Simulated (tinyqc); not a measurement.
# Worked calculation: off-state leakage of single and stacked transistors

Numbers from tinyqc (`OMP_NUM_THREADS=1 python tinyqc.py 2242258 2242259 out.jsonl`; about 0.03 s on one thread of a shared Intel Xeon 2.30GHz). Printed values are rounded.

n-channel devices of unit width. Subthreshold current I(Vg, Vs, Vd) = I0 (T/300 K)^0.5 exp[(Vg - Vs - VT(T) - gb (Vs - Vb) + dd (Vd - Vs))/(nf Vt)] (1 - exp(-(Vd - Vs)/Vt)), VT(T) = VT - cT (T - 300 K). Gate-edge tunnelling Ig (Vd/1 V) exp(ag (Vd - 1 V)), for a gate at 0 V, and band-to-band leakage Ab u exp(-Bb/u), u = Vd - Vb + 1 V, flow at a drain held at V; both are taken as independent of T. In a stack of off transistors (all gates at 0 V) the same subthreshold current passes through each.

Inputs (values chosen for the exercise); values of the order met in bulk silicon logic transistors:
```
symbol,value,unit,meaning
T,300,K,temperature
V,0.7,V,supply voltage
VT,0.36,V,"threshold at 300 K, zero drain and body bias"
cT,0.8,mV/K,fall of the threshold with temperature
I0,0.37,uA/um,current at threshold at 300 K
nf,1.23,,slope factor
dd,0.17,,drain-induced lowering per volt
gb,0.19,,rise of the threshold per volt of source-body bias
Ig,0.0003,uA/um,gate-edge tunnelling current at 1 V
ag,3.5,1/V,exponential slope of the gate current
Ab,40,uA/(um V),prefactor of band-to-band leakage at the drain
Bb,30,V,its exponential voltage
Vb,0,V,body voltage
```

Constants: q = 1.602176634e-19 C, kB = 1.380649e-23 J/K, Vt = kB T/q. Results are converted to the units shown.

## Leakage of one transistor

Vg = Vs = 0, Vd = V; effective threshold VT(T) - gb Vb - dd V.

effective threshold = 0.241 V
parts (nA/um): subthreshold 0.189077, gate edge 0.0734869, band-to-band 0.00147397
total = 0.264038 nA/um
shares (%): subthreshold 71.6098, gate edge 27.8319, band-to-band 0.558241

The subthreshold part is the largest.

## Starting value

Vx = dd V/(1 + gb + 2 dd), the solution for Vx well above Vt, rounded to three decimals.

Vx at the start = 0.078 V

## Iteration 1: new Vx

Stack of two, Vx the node between them: I_low = I(0, 0, Vx), I_up = I(0, Vx, V), f = ln(I_up/I_low), f' = -(1 + gb + 2 dd)/(nf Vt) - 1/(Vt (exp(Vx/Vt) - 1)) - 1/(Vt (exp((V - Vx)/Vt) - 1)), Vx(new) = Vx - f/f'.

I_low = 0.00646632 nA/um
I_up = 0.00672675 nA/um
f = 0.0394849
f' = -50.1068 1/V
Vx after iteration 1 = 0.0787880 V

## Iteration 2: new Vx

As before.

I_low = 0.00650365 nA/um
I_up = 0.00650382 nA/um
f = 2.48566e-5
f' = -50.0440 1/V
Vx after iteration 2 = 0.0787885 V

## Course of the iteration

Stop when the step is below 1e-11 V, or after 40 iterations.

Course of the iteration:
```
iteration  Vx before the step (V)  step (V)
1                           0.078   7.88e-4
2                       0.0787880   4.97e-7
3                       0.0787885  1.93e-13
```

Converged in 3 iterations. The subthreshold current of the stack is 0.006504 nA/um, 29.1 times less than that of one transistor (the drain leakage is unchanged); the estimate exp[dd V (1 + gb + dd)/((1 + gb + 2 dd) nf Vt)] gives 27.8.
